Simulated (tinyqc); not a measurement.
## Field length and prefactor from two substrate currents

Problem. For Em = (Vd - Vdsat)/l, Isub/Id = (Ai/Bi)(Vd - Vdsat) exp(-Bi l/(Vd - Vdsat)), and l = sqrt(3 tox xj). Find l, Ai and xj.

Inputs (values chosen for the exercise):
- tox = 4.2 nm (oxide thickness)
- Bi = 1.86 MV/cm (ionisation field)

Isub/Id at Vd - Vdsat = 1.5 and 2 V: 0.0463924741  0.150202259

Answer. ln[Isub/(Id (Vd - Vdsat))] is linear in 1/(Vd - Vdsat) with slope -Bi l.

l = 28.6 nm
Ai = 2.00e6 1/cm
xj = 65.0 nm

tinyqc, about 0.01 s, one thread, Intel Xeon 2.30GHz (shared host): `OMP_NUM_THREADS=1 python tinyqc.py 2550110 2550111 out.jsonl`
